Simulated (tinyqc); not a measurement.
Strain as a design knob: strained quantum well: band edges, subbands and transparency.

Growth on (001), barriers unstrained: tr(e) = e (2 - nu2), Z = b e (1 + nu2); Ec = Ev + Eg + ac tr(e), E_HH = Ev + av tr(e) + Z, E_LH = Ev + av tr(e) - Z (coupling to the split-off band left out).

Masses along z: me, 1/(g1 - 2 g2) for HH, 1/(g1 + 2 g2) for LH, likewise in the barrier; in the plane me, 1/(g1 + g2) for HH and 1/(g1 - g2) for LH (no mixing, which understates the hole masses away from k = 0). Level n solves k L + 2 atan[(k/m)/(kappa/mb)] = n pi, k = sqrt(m E/c), kappa = sqrt(mb (V - E)/c), c = hbar^2/2m0.

Transparency (Bernard-Duraffourg): Fc - Fv equals the lowest transition energy with n = p, n = sum m/(2 pi c) kB T ln(1 + exp((Fc - E)/kB T)) and p likewise over the listed subbands; c = hbar^2/2m0, 1/angstrom^2 = 1e16/cm^2.

Constants: hbar^2/2m0 = 3.80998211 eV angstrom^2; kB = 8.617333262e-05 eV/K; hc = 1239.841984 eV nm.

Inputs chosen for the exercise (near those of a GaAsP/AlGaAs well; shifted at random, so the results belong to these values and not to a real crystal):
```
symbol  value                                                    unit      meaning
nu2     0.925                                                              2 C12/C11
Eg      1.486                                                    eV        unstrained gap of the well
Ev      -0.824                                                   eV        its valence edge
ac      -7.22                                                    eV
av      1.19                                                     eV        Ev moves by av tr(e)
b       -1.98                                                    eV        shear potential
Egb     1.922                                                    eV        gap of the barrier
Evb     -1                                                       eV        its valence edge
L       62                                                       angstrom  well width
me      0.0702                                                   m0        electron mass
g1      6.83                                                               gamma1
g2      1.98                                                               gamma2
meb     0.1                                                      m0
g1b     5.7
g2b     1.6
T       250                                                      K         temperature
es      (-0.02, -0.014, -0.008, -0.003, 0, 0.003, 0.007, 0.012)            strains
```

Only the strain is changed; the unstrained gap and the masses are kept.

Results:
```
e (%)  wavelength (nm)  top hole  hh1 - lh1 (meV)  n_tr (1e12/cm^2)  share in top
-2.0               753       hh1              164             0.579          0.90
-1.4               764       hh1              124             0.585          0.89
-0.8               776       hh1               83             0.594          0.86
-0.3               788       hh1               47             0.636          0.73
0.0                795       hh1               26             0.706          0.57
0.3                802       hh1                5             0.833          0.38
1.2                859       lh1              -60             0.733          0.95
```

Give the missing row, e (%) = 0.7.

Computed row:
```
e (%)  wavelength (nm)  top hole  hh1 - lh1 (meV)  n_tr (1e12/cm^2)  share in top
0.7                825       lh1              -24             0.783          0.81
```

n_tr is largest at e = +0.3 % (0.83), where hh1 - lh1 = 5 meV and the top subband holds 38 % of the holes, and smallest, 0.58, at -2.0 %. The top hole level turns from hh to lh, and the light from TE to TM, between +0.3 and +0.7 %. The wavelength runs from 753 to 859 nm.

Computed by tinyqc, a small Python program: `OMP_NUM_THREADS=1 python tinyqc.py 1250405 1250406 out.jsonl` (the numbers bound the seed that draws the inputs); one thread of a shared host (Intel(R) Xeon(R) Processor @ 2.30GHz), about 0.01 s for the whole set of steps.
